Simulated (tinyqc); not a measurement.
Thin-film optics by transfer matrices: one step. Angles, admittances and phases. Two cases, with inputs chosen for the exercise.

Question. Form cos theta_j, y_j and delta_j.

Indices N = n + i k. Snell: N0 sin(theta) = N_j sin(theta_j), with Im(N_j cos theta_j) >= 0. Admittance y_j = N_j cos theta_j for s and N_j/cos theta_j for p. Phase delta_j = 2 pi N_j cos theta_j d_j/lambda. Layer matrix [[cos delta, -i sin delta/y], [-i y sin delta, cos delta]], multiplied from the top down to M. (B, C) = M (1, y_sub); r = (y0 B - C)/(y0 B + C), R = |r|^2, T = 4 Re y0 Re y_sub/|y0 B + C|^2, absorbed in the films 1 - R - T.

Case 1.

Values chosen (indices near those of resist on Si; the results hold for these values, not for the real material): lam = 365 nm (vacuum wavelength); n0 = 1 (ambient index); n = (1.693, 6.463) (n of resist, substrate); k = (0.026, 2.792) (k in the same order); d = (126) nm (thicknesses, top first); theta = 0 degrees (angle of incidence); pol = s (polarisation).

Case 2.

Values chosen (indices near those of resist on W; the results hold for these values, not for the real material): lam = 193 nm (vacuum wavelength); n0 = 1 (ambient index); n = (1.682, 1.318) (n of resist, substrate); k = (0.021, 2.963) (k in the same order); d = (284) nm (thicknesses, top first); theta = 0 degrees (angle of incidence); pol = s (polarisation).

Give: cos theta_j; y_j; delta_j.

Answer.

Case 1.

cos theta_j: ambient 1.0000, film 1 1.0000, substrate 1.0000

y_j: ambient 1.0000, film 1 1.6930+0.0260i, substrate 6.4630+2.7920i

delta_j (rad): film 1 3.6721+0.0564i

Case 2.

cos theta_j: ambient 1.0000, film 1 1.0000, substrate 1.0000

y_j: ambient 1.0000, film 1 1.6820+0.0210i, substrate 1.3180+2.9630i

delta_j (rad): film 1 15.5513+0.1942i

Computed by tinyqc, one run a case: `OMP_NUM_THREADS=1 python tinyqc.py N N+1 out.jsonl` with N = 1681287, 1681505; one thread of a shared Intel(R) Xeon(R) Processor @ 2.30GHz, about 0.01 s a run at most.
